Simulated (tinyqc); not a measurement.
# Precursor delivery by bubblers, mass-transport growth and the solid composition of a III-V alloy, step by step

A worked calculation. Computed by tinyqc, a small Python program that keeps every step. Command: `OMP_NUM_THREADS=1 python tinyqc.py 3029189 3029190 out.jsonl movpe_thermo walk`. One thread of a shared host (Intel(R) Xeon(R) Processor @ 2.30GHz), about 0.01 s of CPU time with the checks. Intermediate numbers are printed to about 5 digits and carried at full precision; extremes and crossings named in words are read from the listed rows.

1 sccm = 44.615 micromol/min; 1 torr = 133.322 Pa. The sources decompose fully at the surface.

Inputs (values chosen for the exercise, modelled on trimethylgallium (source 1) and trimethylindium (source 2) for the vapour pressures):
```
quantity                                                                                                  value        unit
bath temperature T1                                                                                         267           K
bath temperature T2                                                                                         290           K
bubbler pressure p_b                                                                                       1000        torr
carrier flow F1                                                                                             4.8        sccm
carrier flow F2                                                                                              67        sccm
total flow F_t                                                                                              8.5         slm
group-V flow F_V                                                                                             47        sccm
reactor pressure p                                                                                           40        torr
growth temperature T                                                                                        920           K
diffusivity at 273 K and 760 torr                                                                          0.38      cm^2/s
flow cross-section A                                                                                         55        cm^2
distance from the leading edge z                                                                            9.8          cm
lattice constant a                                                                                         5.78    angstrom
interaction L0 of the solid                                                                                11.6      kJ/mol
log10 of p_B,eq over pure BC at 1000 K and 1 torr of group V (exaggerated: liquid indium has about -4.1)   -2.9  log10 torr
enthalpy of that equilibrium H                                                                              378      kJ/mol
```

Alloy: mixing on the group-III sites, with desorption of B.

constants a, b of source 1 (log10 torr, K): 8.089  1703

constants a, b of source 2 (log10 torr, K): 10.54  3014

Constants: k_B = 1.380649e-23 J/K; R = 8.314462618 J/(mol K).

## Bubblers

log10 p_v = a - b/T_bath; molar flow = F x 44.615 x p_v/(p_b - p_v) for a saturated bubbler.

vapour pressure 1 = 51.372 torr

molar flow 1 = 11.597 micromol/min

vapour pressure 2 = 1.4025 torr

molar flow 2 = 4.1982 micromol/min

One kelvin of bath error changes flow 1 by 5.8 % and flow 2 by 8.3 %.

## Partial pressures in the reactor

p_i = p n_i/(44615 F_t), F_t in slm; p_V = p F_V/(1000 F_t), counted per molecule supplied; V/III = 44.615 F_V/(n1 + n2); vapour fraction of source 2 = n2/(n1 + n2).

p_1 = 0.0012232 torr

p_2 = 4.4281e-04 torr

p_V = 0.22118 torr

V/III ratio = 132.76

vapour fraction of source 2 = 0.26579

## Mass transport

Mean velocity u = (F_t/A)(760/p)(T/273); D = D0 (T/273)^1.75 (760/p); boundary layer delta = sqrt(pi D z/u); flux = D dp/(delta k_B T); growth rate = flux x a^3/4.

velocity u = 164.92 cm/s

D = 60.518 cm^2/s

boundary layer delta = 3.3611 cm

growth rate per torr of group III = 328.44 micrometre/(h torr)

Caution: the boundary layer is a quarter or more of the root of the cross-section, so it fills much of the channel and depletion along the flow matters.

## Solid composition

A sticks fully. B desorbs: its surface pressure is p_B* = x gamma_B K/sqrt(p_V), ln gamma_B = L0 (1 - x)^2/(R T), K = 10^(log10 K at 1000 K) exp[-(H/R)(1/T - 1/1000)], p_V in torr. With equal diffusivities x = (p_2 - p_B*)/(p_1 + p_2 - p_B*). Growth rate = rate per torr x p_1/(1 - x).

K/sqrt(p_V) = 5.1373e-05 torr

solid fraction x = 0.25221

share of B incorporated, 1 - p_B*/p_2 = 0.93168

growth rate = 0.53725 micrometre/h

Only 93 % of the B supplied is built in; more group V or a lower T would raise it.

## Incorporation against temperature

A sticks fully. B desorbs: its surface pressure is p_B* = x gamma_B K/sqrt(p_V), ln gamma_B = L0 (1 - x)^2/(R T), K = 10^(log10 K at 1000 K) exp[-(H/R)(1/T - 1/1000)], p_V in torr. With equal diffusivities x = (p_2 - p_B*)/(p_1 + p_2 - p_B*).

At fixed flows:
```
T (K)  K/sqrt(p_V) (torr)        x  share of B incorporated, 1 - p_B*/p_2
857            1.3585e-06  0.26540                                0.99804
888            8.6568e-06  0.26342                                0.98792
917            4.3704e-05  0.25420                                0.94152
938            1.3261e-04  0.23170                                0.83306
962            4.4433e-04  0.16483                                0.54518
985            1.3395e-03  0.07621                                0.22788
1011           4.3899e-03  0.02524                                0.07153
1049           2.2383e-02  0.00523                                0.01452
```

x equals the vapour fraction 0.266 while gamma_B K/sqrt(p_V) is small against p_1 + p_2 = 0.0017 torr and falls once it is not. Between the last rows the apparent energy R d ln x/d(1/T) is 365 kJ/mol, against H = 378.

Checks made by the program: the sensitivity to the bath against a difference (relative difference below 1e-10).
